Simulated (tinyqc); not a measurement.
Free and trapped electrons in a MOS channel with a dense trap tail: two steps of the calculation.

p-type body, charge-sheet picture, full ionisation (an idealisation for deep acceptors), Boltzmann statistics for free electrons. e = Ec - EF at the surface. Acceptor-like traps of density D(E) = D0 + De exp(-E/Ew) at depth E below Ec, from 0 to Eu, hold n_t = integral of D(E)/(1 + exp((e - E)/Vt)). psi = Eg - Vt ln(Nv/Na) - e; N_dep = sqrt(2 eps0 eps_r Na (psi - Vt)/q); n_f = sqrt(N_dep^2 + 2 eps0 eps_r Vt Nc exp(-e/Vt)/q) - N_dep; Vg = Vfb + psi + q (N_dep + n_t + n_f)/Cox, Cox = eps0 eox/tox.

Values chosen for this exercise; band and dielectric values close to those of 4H silicon carbide:
```
symbol    value         unit                                             meaning
T           300            K                                         temperature
Eg         3.27           eV                                            band gap
eps_r      9.87                                            relative permittivity
Nc      1.73e19        cm^-3              conduction-band density of states at T
Nv      2.47e19        cm^-3                 valence-band density of states at T
eox         3.9                           relative permittivity of the insulator
tox          25           nm                                 insulator thickness
Na       6.8e15        cm^-3                                    acceptor density
Vfb       -2.16            V            flat-band voltage without trapped charge
D0       1.9e11  cm^-2 eV^-1  constant background density of acceptor-like traps
De       2.7e13  cm^-2 eV^-1          density of the tail at the conduction edge
Ew         0.05           eV                            decay energy of the tail
Eu         0.99           eV        depth below Ec down to which the traps reach
mf          220   cm^2/(V s)                          mobility of free electrons
e         0.104           eV                              Ec - EF at the surface
```

Constants: q = 1.602176634e-19 C, kB = 1.380649e-23 J/K, Vt = kB T/q, eps0 = 8.8541878128e-14 F/cm where lengths are in cm. Results are converted to the units shown.

Task 1. Trapped charge. Trapezoid rule on 12 equal steps from 0 to Eu, f = 1/(1 + exp((e - E)/Vt)).

Give: E; D(E) f; n_t.

Result 1.

```
point	E (eV)	D(E) f (cm^-2 eV^-1)
0	0	4.7817e11
1	0.082500	1.6303e12
2	0.16500	1.0835e12
3	0.24750	3.7978e11
4	0.33000	2.2669e11
5	0.41250	1.9705e11
6	0.49500	1.9135e11
7	0.57750	1.9026e11
8	0.66000	1.9005e11
9	0.74250	1.9001e11
10	0.82500	1.9000e11
11	0.90750	1.9000e11
12	0.99000	1.9000e11
```

n_t = 4.1193e11 cm^-2

Task 2. Charges and gate voltage. psi, N_dep, n_f and Vg as defined, with the n_t given; free share n_f/(n_f + n_t); apparent mobility mf n_f/(n_f + n_t); gate voltage spent on traps q n_t/Cox.

n_t = 4.1193057e11 cm^-2

Find: psi; N_dep; n_f; Vg; free share; apparent mobility; gate voltage spent on traps.

Result 2.

psi = 2.9541 V
N_dep = 4.6607e11 cm^-2
n_f = 8.5799e10 cm^-2
Vg = 1.9120 V
free share = 17.238 %
apparent mobility = 37.924 cm^2/(V s)
gate voltage spent on traps = 0.47782 V

Program tinyqc, `OMP_NUM_THREADS=1 python tinyqc.py 2222021 2222022 out.jsonl`; Intel Xeon 2.30GHz, shared host, one thread, about 0.03 s.
